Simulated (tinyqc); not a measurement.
Frenkel-Kontorova chain: a misfit dislocation (kink) in a monolayer on a periodic substrate: one step, computed by the program tinyqc. Command: `OMP_NUM_THREADS=1 python tinyqc.py 3016004 3016005 out.jsonl fkchain walk`. One thread of a shared host (Intel(R) Xeon(R) Processor @ 2.30GHz), about 0.02 s of CPU time with the checks.

E = sum_j [(k/2)(x_(j+1) - x_j - b)^2 + (W/2)(1 - cos(2 pi x_j/a))], x_j = a (j + u_j). A kink takes u from 0 to 1: the chain is stretched by one period and has one atom fewer than wells.

Problem. Start between two atoms. Discrete chain at f = 0, ends held at u = 0 and 1: E = (k a^2/2) sum (u_(j+1) - u_j)^2 + (W/2) sum (1 - cos 2 pi u_j), gradient g_j = k a^2 (2 u_j - u_(j-1) - u_(j+1)) + pi W sin(2 pi u_j), Hessian 2 k a^2 + 2 pi^2 W cos(2 pi u_j) on the diagonal and -k a^2 beside it. Free atoms j = -n..n-1 start from the continuum shape centred half-way, at j + 1/2.

Inputs (values chosen for the exercise, for a model overlayer):
```
quantity              value           unit
spring constant k       6.5  eV/angstrom^2
substrate period a     3.53       angstrom
corrugation W           4.9             eV
atoms on each side n      9              -
```

kink width l0 = 2.874871

Give: u at the start; E at the start; gradient.

Solution.

u at the start: 0.0001  0.0002  0.0005  0.0016  0.0047  0.0139  0.0414  0.1221  0.3341  0.6659  0.8779  0.9586  0.9861  0.9953  0.9984  0.9995  0.9998  0.9999

E at the start = 17.62 eV

gradient (eV): 0.001  -0.002  -0.005  -0.016  -0.047  -0.137  -0.352  0.043  3.600  -3.600  -0.043  0.352  0.137  0.047  0.016  0.005  0.002  -0.001

Caution: a corrugation above 1 eV is larger than real overlayers usually show; it is chosen to keep the kink narrow. Caution: for l0 below about 3 the kink spans few atoms, and the continuum kink energy is off by about 2 per cent or more.
